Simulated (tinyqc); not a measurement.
Surface photovoltage measurement of the minority-carrier diffusion length in a wafer. Inputs raised by 2 %, one at a time. Computed by tinyqc, a small Python program. Command: `OMP_NUM_THREADS=1 python tinyqc.py 3130114 3130115 out.jsonl spv sens`. One thread of a shared host (Intel(R) Xeon(R) Processor @ 2.30GHz), about 0.02 s of CPU time with the checks.

Low injection, steady light, a depletion layer much thinner than 1/alpha and L. The excess density dn is taken at the front edge of the neutral region; light that reaches the back is lost.

Inputs (values chosen for the exercise, modelled on p-type silicon at room temperature):

| quantity | value | unit |
|---|---|---|
| diffusion length L | 21 | micrometre |
| wafer thickness W | 525 | micrometre |
| diffusivity D | 28.1 | cm^2/s |
| front recombination velocity S_f | 6300 | cm/s |
| back recombination velocity S_b | 49000 | cm/s |
| photon flux entering | 1.6e+11 | 1/(cm^2 s) |
| minority density at the surface barrier scale n_0 | 3.2e+08 | 1/cm^3 |
| temperature T | 298 | K |
| wavelength | 875 | nm |
| relative noise of each reading | 0 | % |
| diffusion length after pair splitting over L | 0.46 | - |
| iron factor C | 1.03e+16 | micrometre^2/cm^3 |

normal deviates g for the noise: -1.20  1.63  -0.65  0.36  0.38  -0.89  -0.66

Constants: k_B = 8.617333262e-05 eV/K.

Method:
- alpha = (84.732/lambda - 76.417)^2 per cm with lambda in micrometre (an empirical fit for silicon between 0.7 and 1.05 micrometre).
- Thick wafer: dn = Phi L/((S_f + D/L)(L + 1/alpha)). Finite wafer, with s = S_b L/D, w = W/L, a = alpha L: dn = [Phi a/(a^2 - 1)] [a - B - exp(-alpha W)(a - s)/(cosh w + s sinh w)]/(S_f + B D/L), B = (sinh w + s cosh w)/(cosh w + s sinh w).
- Photovoltage V = (k_B T/e) ln(1 + dn/n_0). Lifetime = L^2/D.
- Readings y = (Phi/dn) (1 + noise x g) at 780, 830, 880, 920, 950, 975 and 995 nm; a least-squares line y = c (1/alpha + L_app) gives L_app = intercept/slope.
- Splitting iron-boron pairs in boron-doped silicon shortens L; with nothing else changing, [Fe] = C (1/L_after^2 - 1/L^2). It is evaluated with the true lengths and with the apparent ones (without noise), which differ when the wafer is not thick against L.

Runs:

| input moved | from | to | dn, finite wafer (1/cm^3) | apparent length L_app (micrometre) | photovoltage V (mV) | [Fe] from the apparent lengths (1/cm^3) |
|---|---|---|---|---|---|---|
| base run | - | - | 3.795e+06 | 21.00 | 0.3028 | 8.702e+13 |
| diffusion length L (micrometre) | 21 | 21.42 | 3.887e+06 | 21.42 | 0.3101 | 8.364e+13 |
| wafer thickness W (micrometre) | 525 | 535.5 | 3.795e+06 | 21.00 | 0.3028 | 8.702e+13 |
| diffusivity D (cm^2/s) | 28.1 | 28.662 | 3.744e+06 | 21.00 | 0.2987 | 8.702e+13 |
| front recombination velocity S_f (cm/s) | 6300 | 6426 | 3.771e+06 | 21.00 | 0.3009 | 8.702e+13 |
| back recombination velocity S_b (cm/s) | 49000 | 49980 | 3.795e+06 | 21.00 | 0.3028 | 8.702e+13 |
| photon flux entering (1/(cm^2 s)) | 1.6e+11 | 1.632e+11 | 3.871e+06 | 21.00 | 0.3088 | 8.702e+13 |
| wavelength (nm) | 875 | 892.5 | 3.404e+06 | 21.00 | 0.2717 | 8.702e+13 |

Exponents ln(y'/y) / ln(x'/x):

| input | dn, finite wafer | apparent length L_app | photovoltage V | [Fe] from the apparent lengths |
|---|---|---|---|---|
| diffusion length L | 1.208 | 1 | 1.201 | -2 |
| wafer thickness W | 0.000 | 0 | 0.000 | 0 |
| diffusivity D | -0.682 | 0 | -0.678 | 0 |
| front recombination velocity S_f | -0.322 | 0 | -0.320 | 0 |
| back recombination velocity S_b | 0.000 | 0 | 0.000 | 0 |
| photon flux entering | 1.000 | 0 | 0.994 | 0 |
| wavelength | -5.493 | 0 | -5.463 | 0 |

Which inputs matter most for each result?

Among the inputs moved here: dn, finite wafer answers most in size to wavelength (exponent -5.493), next to diffusion length L (+1.208); its exponent is below 0.0005 for wafer thickness W, back recombination velocity S_b. Apparent length L_app answers most in size to diffusion length L (exponent +1.000); its exponent is below 0.0005 for wafer thickness W, diffusivity D, front recombination velocity S_f, back recombination velocity S_b, photon flux entering, wavelength. Its exponent 0.000 in front recombination velocity S_f: S_f scales all readings alike. Photovoltage V answers most in size to wavelength (exponent -5.463), next to diffusion length L (+1.201); its exponent is below 0.0005 for wafer thickness W, back recombination velocity S_b. Its exponent +0.994 in photon flux entering: the linear range. [Fe] from the apparent lengths answers most in size to diffusion length L (exponent -2.000); its exponent is below 0.0005 for wafer thickness W, diffusivity D, front recombination velocity S_f, back recombination velocity S_b, photon flux entering, wavelength.
